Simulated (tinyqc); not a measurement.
What each parameter does: polytypes by hexagonality, and a cubic inclusion as a quantum well.

Gap: E3 + (E2 - E3) h. Valence top Ev2 h and polarisation P2 h, both counted from 3C; Ec = Ev + gap.

A cubic inclusion of width L = N d in the host (h = 1) is a well of depth V = Ec(host) - Ec(3C). Square well with mass mismatch: k tan(k L/2) = (m_w/m_b) q, k = sqrt(m_w E/c), q = sqrt(m_b (V - E)/c), c = hbar^2/2m0, lowest root. The depth of the level, V - E, is its binding, and the transition to the valence top of the host is gap(host) - (V - E). The step in polarisation gives a field |F| = |P|/(eps eps0) in a thin inclusion, eps0 = 8.8541878e-12 F/m.

Constants: hbar^2/2m0 = 3.80998211 eV angstrom^2.

Values chosen for the exercise (of the order of those of InAs; not measured data): E3 = 0.414 eV (gap of the cubic polytype); E2 = 0.456 eV (gap of 2H); Ev2 = 0.045 eV (valence top of 2H above that of 3C); P2 = 0.0018 C/m^2 (spontaneous polarisation of 2H); m = (0.026, 0.026) m0 (electron mass along c in the cubic layer and in the host); d = 3.501 angstrom (thickness of a double layer); eps = 15.2 (dielectric constant); N = 18 (double layers in the cubic inclusion).

Well depth, depth of the level, transition without the field and field.

One parameter was then changed.

Results before and after:

| case | V (eV) | depth (eV) | transition (eV) | \|F\| (MV/cm) |
|---|---|---|---|---|
| base | 0.0870 | 0.0296 | 0.4264 | 0.134 |
| changed | 0.1070 | 0.0411 | 0.4149 | 0.134 |

Which of these changes was made? (a) eps = 16.2; (b) m = (0.031, 0.026) m0; (c) Ev2 = 0.075 eV; (d) E2 = 0.486 eV; (e) E3 = 0.394 eV; (f) N = 19; (g) P2 = 0.0023 C/m^2.

Answer: (e) E3 = 0.394 eV. Of the candidates, run in turn, only this one gives the changed row.

All candidates:

| case | V (eV) | depth (eV) | transition (eV) | \|F\| (MV/cm) |
|---|---|---|---|---|
| base | 0.0870 | 0.0296 | 0.4264 | 0.134 |
| N = 19 | 0.0870 | 0.0316 | 0.4244 | 0.134 |
| Ev2 = 0.075 eV | 0.1170 | 0.0472 | 0.4088 | 0.134 |
| E3 = 0.394 eV | 0.1070 | 0.0411 | 0.4149 | 0.134 |
| E2 = 0.486 eV | 0.1170 | 0.0472 | 0.4388 | 0.134 |
| P2 = 0.0023 C/m^2 | 0.0870 | 0.0296 | 0.4264 | 0.171 |
| eps = 16.2 | 0.0870 | 0.0296 | 0.4264 | 0.125 |
| m = (0.031, 0.026) m0 | 0.0870 | 0.0305 | 0.4255 | 0.134 |

Run: tinyqc, `OMP_NUM_THREADS=1 python tinyqc.py 1850395 1850396 out.jsonl`; Intel(R) Xeon(R) Processor @ 2.30GHz, one thread, shared host; about 0.08 s of CPU time with all checks.
